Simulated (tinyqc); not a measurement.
Vertical double-diffused power MOSFET, components of the on-resistance: two steps of the calculation.

Stripe cells of pitch Wp + a, two channels a cell. Current flows through the channels, spreads in the accumulation layer, passes the gap between the p bodies and spreads at 45 degrees into the drift layer below them. Low drain voltage, full ionisation.

Values chosen for this exercise; bulk values close to those of gallium nitride: temperature T = 300 K; relative permittivity eps_r = 9.36; critical-field constant Kc = 26900 V/cm per (cm^-3)^(1/8); rated breakdown voltage of the drift layer BV = 650 V; drift mobility at 300 K mud = 907 cm^2/(V s); temperature exponent of the drift mobility bt = 2.3; gate oxide thickness (eps_r 3.9) tox = 30 nm; gate overdrive Vov = 11 V; channel mobility mch = 25 cm^2/(V s); accumulation-layer mobility mac = 100 cm^2/(V s); channel length Lc = 0.5 um; width of the p body in one cell, channels included Wp = 6.1 um; gap between neighbouring p bodies a = 4.2 um; depth of the p body xp = 1 um; doping of the gap over the drift doping Nj = 3; built-in voltage of the body junction Vbi = 3.17 V; substrate and contact resistance Rs = 0.077 mohm cm^2.

Constants: q = 1.602176634e-19 C, eps0 = 8.8541878128e-14 F/cm where lengths are in cm. Results are converted to the units shown.

Problem 1. Drift layer. Triangular field at breakdown with Ec = Kc N^(1/8): BV = eps0 eps_r Ec^2/(2 q N), so N = (eps0 eps_r Kc^2/(2 q BV))^(4/3); W = 2 BV/Ec; mu = mud (T/300 K)^(-bt); rho = 1/(q mu N); ideal resistance rho W.

Give: drift doping N; Ec; drift thickness W; electron mobility mu at T; drift resistivity rho; ideal resistance.

Solution 1.

drift doping N = 4.0961e16 cm^-3
Ec = 3.2085 MV/cm
drift thickness W = 4.0518 um
electron mobility mu at T = 907.00 cm^2/(V s)
drift resistivity rho = 0.16800 ohm cm
ideal resistance = 0.068071 mohm cm^2

Problem 2. Components of the on-resistance. Pitch p = Wp + a, Cox = 3.9 eps0/tox; zero-bias depletion in the gap w0 = sqrt(2 eps0 eps_r Vbi/(q N Nj)), open gap g = a - 2 w0; R_ch = Lc p/(2 mch Cox Vov); R_acc = 0.6 a p/(4 mac Cox Vov), 0.6 being an empirical factor for current leaving the layer along its length; R_gap = (rho/Nj) xp p/g; spreading depth t = min(W, (p - g)/2); R_drift = (rho p/2) ln((g + 2 t)/g) + rho (W - t); R_on = the sum with Rs.

drift doping N = 4.0960683e16 cm^-3
drift thickness W = 4.0517736 um
electron mobility mu at T = 907 cm^2/(V s)
drift resistivity rho = 0.16800226 ohm cm

Give: w0; g; components; R_on; shares.

Solution 2.

w0 = 0.16336 um
g = 3.8733 um
components (mohm cm^2): channel 0.81349, accumulation 0.51250, gap 0.014892, drift 0.098707, substrate 0.077000
R_on = 1.5166 mohm cm^2
shares (%): channel 53.639, accumulation 33.793, gap 0.982, drift 6.508, substrate 5.077

The channel term is the largest. R_on is 22.3 times the ideal drift resistance rho W, and spreading raises the drift term to 1.45 times it.

Program tinyqc, `OMP_NUM_THREADS=1 python tinyqc.py 2230112 2230113 out.jsonl`; Intel Xeon 2.30GHz, shared host, one thread, about 0.01 s.
